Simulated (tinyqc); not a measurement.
From results back to parameters: three-band tight binding of a dichalcogenide monolayer. Five cases, with inputs chosen for the exercise.

Problem. In the three-band model the dz2 level is e1 + 6 t0 at Gamma and e1 - 3 t0 at K; without spin-orbit coupling the other levels are e2 + 3 s at Gamma (twofold) and e2 - 3s/2 -/+ 3 sqrt3 t12 at K, s = t11 + t22, t12 > 0. The levels below come from hidden values.

Find: e1, t0, e2, t11 + t22, t12.

Method. The dz2 levels differ by 9 t0. The level at Gamma lies 9s/2 above the mean of the two at K, whose splitting is 6 sqrt3 t12. t1, t2 and t11 - t22 need masses or other points.

Case 1.

dz2 levels (eV): Gamma -0.2090, K 1.4920

other levels (eV): Gamma 3.10700, K lower 0.05972, K upper 3.09428

Solution.

e1, t0, e2, t11 + t22, t12 (eV): 0.925  -0.189  2.087  0.340  0.292

Case 2.

dz2 levels (eV): Gamma -0.2380, K 1.4900

other levels (eV): Gamma 3.09900, K lower 0.06072, K upper 3.09528

Solution.

e1, t0, e2, t11 + t22, t12 (eV): 0.914  -0.192  2.085  0.338  0.292

Case 3.

dz2 levels (eV): Gamma -0.1060, K 1.7300

other levels (eV): Gamma 2.93300, K lower -0.10600, K upper 3.94700

Solution.

e1, t0, e2, t11 + t22, t12 (eV): 1.118  -0.204  2.258  0.225  0.390

Case 4.

dz2 levels (eV): Gamma -0.3170, K 1.5640

other levels (eV): Gamma 3.05900, K lower 0.04795, K upper 3.41505

Solution.

e1, t0, e2, t11 + t22, t12 (eV): 0.937  -0.209  2.174  0.295  0.324

Case 5.

dz2 levels (eV): Gamma -0.2110, K 1.4810

other levels (eV): Gamma 3.10900, K lower 0.04892, K upper 3.07308

Solution.

e1, t0, e2, t11 + t22, t12 (eV): 0.917  -0.188  2.077  0.344  0.291

Computed by tinyqc, one run a case: `OMP_NUM_THREADS=1 python tinyqc.py N N+1 out.jsonl` with N = 1480315, 1480369, 1480456, 1480461, 1480580; one thread of a shared Intel(R) Xeon(R) Processor @ 2.30GHz, about 0.02 s a run at most.
